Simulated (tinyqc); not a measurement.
Mobility of a non-polar semiconductor in the relaxation-time approximation: one step, computed by the program tinyqc.

Each valley is treated as a sphere of mass m_d for states and rates, with one isotropic relaxation time; the conductivity mass m_c sets the current.

Task: Rates at a few energies. Parabolic band: E = hbar^2 k^2/(2 m), speed v = hbar k/m, states per spin, volume and energy g(E) = m k/(2 pi^2 hbar^2). Here m = m_d. Masses are multiplied by m_0 and all formulas are in SI units. Phonon occupation N_q = 1/(exp(hbar w/(k_B T)) - 1). Acoustic deformation potential (elastic, equipartition, absorption and emission together): 1/tau = 2 pi k_B T D_A^2 g(E)/(hbar rho v_l^2). Optical or intervalley deformation potential: 1/tau = (pi Z_f D_o^2/(rho w)) [N_q g(E + hbar w) + (N_q + 1) g(E - hbar w)], with g = 0 below the band edge. Each optical term is multiplied by (1 - f(E'))/(1 - f(E)), E' the final energy, for Pauli blocking. Singly charged impurities, momentum relaxation: 1/tau = N_I e^4 m (1 + 2 alpha E) Phi/(8 pi (eps_s eps_0)^2 hbar^3 k^3), with alpha = 0 for a parabolic band. Conwell-Weisskopf: Phi = ln(1 + y^2), y = 4 pi eps_s eps_0 E N_I^(-1/3)/e^2 (largest impact parameter N_I^(-1/3)/2).

Inputs (values chosen for the exercise, modelled on electrons in germanium):

| quantity | value | unit |
|---|---|---|
| static permittivity eps_s | 16 | - |
| density rho | 5323 | kg/m^3 |
| sound velocity v_l | 5290 | m/s |
| acoustic deformation potential D_A | 11 | eV |
| phonon energy hbar w | 31.5 | meV |
| optical or intervalley deformation potential D_o | 5.3 | 1e8 eV/cm |
| final valleys Z_f | 3 | - |
| temperature T | 100 | K |

Band: parabolic. Impurity formula: Conwell-Weisskopf. Further scattering: none.

reduced Fermi level eta = 0.3176523

density-of-states mass m_d = 0.2239258 m_0

ionised impurity density N_I = 2.00e+18 1/cm^3

Constants: k_B = 8.617333262e-05 eV/K; k_B = 1.380649e-23 J/K; e = 1.602176634e-19 C; hbar = 1.054571817e-34 J s; m_0 = 9.1093837015e-31 kg; hbar = 6.582119569e-16 eV s; eps_0 = 8.8541878128e-12 F/m.

Give: Rates (1e12/s) at E = (max(eta, 0) + 0.5, 1, 2, 4) k_B T.

Result:

Rates (1e12/s) at E = (max(eta, 0) + 0.5, 1, 2, 4) k_B T:

| E (meV) | acoustic | optical | ionised impurity |
|---|---|---|---|
| 7.05 | 0.3243 | 0.0495 | 17.61 |
| 11.35 | 0.4117 | 0.0447 | 18.31 |
| 19.97 | 0.5461 | 0.0409 | 15.95 |
| 37.21 | 0.7453 | 0.3203 | 10.96 |
